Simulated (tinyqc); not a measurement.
Ratio and sensitivities against delay: time-domain thermoreflectance: layered heat flow under a modulated pulse train, and what the signal ratio measures. Computed by tinyqc, a small Python program. Command: `OMP_NUM_THREADS=1 python tinyqc.py 3112457 3112458 out.jsonl tdtr walk`. One thread of a shared host (Intel(R) Xeon(R) Processor @ 2.30GHz), about 0.2 s of CPU time with the checks.

Pulses repeat at 80 MHz; heat is laid down at the surface, all layers are isotropic, and the film is in perfect contact with the substrate.

Inputs (values chosen for the exercise, modelled on aluminium on germanium):

| quantity | value | unit |
|---|---|---|
| metal thickness d | 61 | nm |
| metal conductivity | 130 | W/(m K) |
| metal heat capacity | 2.42 | MJ/(m^3 K) |
| boundary conductance G under the metal | 250 | MW/(m^2 K) |
| film thickness | 7 | nm |
| film conductivity | 0.82 | W/(m K) |
| film heat capacity | 1.9 | MJ/(m^3 K) |
| substrate conductivity kappa | 61 | W/(m K) |
| substrate heat capacity C | 1.68 | MJ/(m^3 K) |
| modulation frequency f | 10 | MHz |
| spot radius w (1/e^2, pump and probe) | 6.9 | micrometre |

Stack: metal, film, substrate.

Method:
- For radial wave number k and angular frequency W each layer has u = sqrt(4 pi^2 k^2 + i W C/kappa) and gamma = kappa u. Surface impedance from below: Z = 1/gamma for the substrate; a layer of thickness L maps Z to (Z + tanh(u L)/gamma)/(1 + gamma Z tanh(u L)); a boundary adds 1/G.
- Response per absorbed watt H(W) = 2 pi int_0^(2/w) Z(k, W) exp(-pi^2 k^2 w^2) k dk by 20 Gauss-Legendre points.
- Signal: X + iY = sum_(m = -M..M) H(2 pi (f + m f_r)) exp(i 2 pi m f_r t) exp(-pi (m/M)^2 x 4), f_r = 80 MHz, M = 4000, with H(-W) the complex conjugate of H(W); V_in = X, V_out = Y, ratio = -V_in/V_out.
- Sensitivity S = ln(ratio'/ratio)/ln(1.01) for a rise of one input by 1 %.

Ratio and sensitivities:

| t (ps) | ratio | S to kappa | S to G | S to d | S to C | S to w | S to film conductivity |
|---|---|---|---|---|---|---|---|
| 100 | 8.7135 | 0.46123 | 0.04066 | -1.0167 | 0.42922 | -0.079618 | 0.11624 |
| 200 | 7.9274 | 0.43904 | 0.02601 | -0.9257 | 0.40794 | -0.075795 | 0.08290 |
| 400 | 6.7172 | 0.40270 | 0.00277 | -0.7788 | 0.37286 | -0.069907 | 0.02888 |
| 800 | 5.1161 | 0.35161 | -0.02981 | -0.5716 | 0.32286 | -0.062477 | -0.04699 |
| 1500 | 3.5453 | 0.29661 | -0.06593 | -0.3433 | 0.26740 | -0.056366 | -0.13114 |
| 2500 | 2.3836 | 0.24861 | -0.09712 | -0.1423 | 0.21621 | -0.054306 | -0.20393 |
| 4000 | 1.5050 | 0.20188 | -0.12220 | 0.0414 | 0.16137 | -0.058190 | -0.26305 |

The largest sensitivity in size at 100 ps is to d (-1.02). kappa and C enter almost alike, through the effusivity. At 400 ps an error of 3 % in d passes on as 6 % in kappa.

Extremes, crossings and ranges named in words are read from the listed rows.
